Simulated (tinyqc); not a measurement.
# Fully depleted semiconductor-on-insulator film with two gates, non-linear Poisson equation by Newton steps: threshold and coupling against the back-gate voltage

One dimension across the film, front interface at x = 0, back interface at x = ts. psi is counted from the intrinsic level, n = ni exp(psi/Vt) (source grounded), holes neglected, acceptors ionised. Gates act through Cox = eps0 eox/tox and Cbox = 3.9 eps0/tb with potentials G1 = Vg - (phiM - chi - Vt ln(Nc/ni)) and G2 = Vb - (phiB - chi - Vt ln(Nc/ni)). Classical Boltzmann densities, no interface charge, no depletion in the back plane.

ni = sqrt(Nc Nv) exp(-Eg/(2 Vt)), Eg in volts. The Poisson equation eps0 eps_r d2psi/dx2 = q (n + Na), with -eps0 eps_r dpsi/dx = Cox (G1 - psi) at x = 0 and eps0 eps_r dpsi/dx = Cbox (G2 - psi) at x = ts, is solved on 300 equal intervals with half boxes at both ends; N_inv is the trapezoid sum of n. VT is the Vg for N_inv = 1e11 cm^-2; -dVT/dVb from the linearised equation. Limits with Cs = eps0 eps_r/ts: front channel Cs Cbox/(Cox (Cs + Cbox)), back channel Cbox (Cox + Cs)/(Cox Cs). Swing at N_inv = 1e8 cm^-2.

Values chosen for this exercise; band and dielectric values close to those of silicon:

| symbol | value | unit | meaning |
|---|---|---|---|
| T | 350 | K | temperature |
| Eg | 1.14 | eV | band gap |
| eps_r | 11.8 |  | relative permittivity |
| Nc | 3.47e19 | cm^-3 | conduction-band density of states at T |
| Nv | 3.33e19 | cm^-3 | valence-band density of states at T |
| chi | 4.07 | eV | electron affinity |
| eox | 3.9 |  | relative permittivity of the gate insulator (close to silicon dioxide) |
| tox | 1.2 | nm | insulator thickness |
| ts | 5.4 | nm | film thickness |
| tb | 85 | nm | buried-oxide thickness (eps_r 3.9) |
| Na | 1.7e16 | cm^-3 | acceptor density of the film |
| phiM | 4.39 | eV | work function of the front gate |
| phiB | 4.57 | eV | work function of the back plane |

Constants: q = 1.602176634e-19 C, kB = 1.380649e-23 J/K, Vt = kB T/q, eps0 = 8.8541878128e-14 F/cm where lengths are in cm. Results are converted to the units shown.

The same in every row: front-channel limit = 0.0138; back-channel limit = 0.0351.

Threshold and coupling against the back-gate voltage:
```
Vb (V)	VT (V)	centroid/ts at VT	-dVT/dVb	swing (mV/decade)
-8	0.338	0.169	0.0173	70.7
-6	0.302	0.213	0.0182	70.7
-4	0.265	0.276	0.0195	70.8
-2	0.224	0.362	0.0213	71.0
0	0.179	0.469	0.0235	71.1
2	0.130	0.580	0.0258	71.3
4	0.0761	0.679	0.0280	71.5
6	0.0184	0.756	0.0296	71.6
8	-0.0422	0.810	0.0309	71.6
```

As Vb goes from -8 to 8, VT falls from 0.338 to -0.0422 V, the centroid rises from 0.169 to 0.810 of ts and -dVT/dVb rises from 0.0173 to 0.0309. The coupling covers 16.4 % of the way from the front-channel to the back-channel limit in the first row and 80.0 % in the last.

Range of the model: In so thin a film or at such density quantum confinement moves the charge away from the interfaces and raises the threshold.

Numbers from tinyqc (`OMP_NUM_THREADS=1 python tinyqc.py 2190149 2190150 out.jsonl`; about 0.6 s on one thread of a shared Intel Xeon 2.30GHz).
